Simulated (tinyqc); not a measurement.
Subthreshold parameters from three currents.

Question. Far below threshold and for Vds well above Vt the virtual-source current tends to I = Cinv n Vt vx0 exp((Vgs - VT0 + dl Vds + al Vt)/(n Vt)) per width, with constant n; the three currents follow this limit. Find n, dl and VT0.

Parameters, values chosen for the exercise: temperature T = 300 K; inversion capacitance Cinv = 2.21 uF/cm^2; velocity at the virtual source vx0 = 9.84e6 cm/s; threshold shift (in units of Vt) from weak to strong inversion al = 3.5.

Constants: q = 1.602176634e-19 C, kB = 1.380649e-23 J/K, Vt = kB T/q. Results are converted to the units shown.

I at (Vgs, Vds) = (-0.2, 0.3), (-0.15, 0.3) and (-0.2, 1.4) V (nA/um): 0.25188601  1.0442968  4.0785310

Answer. The first two currents differ in Vgs alone and give n; the first and third differ in Vds alone and give dl; the size of the first then gives VT0.

n = 1.360
dl = 0.08900 V/V
VT0 = 0.3610 V

tinyqc, about 0.01 s, one thread, Intel Xeon 2.30GHz (shared host): `OMP_NUM_THREADS=1 python tinyqc.py 2380107 2380108 out.jsonl`
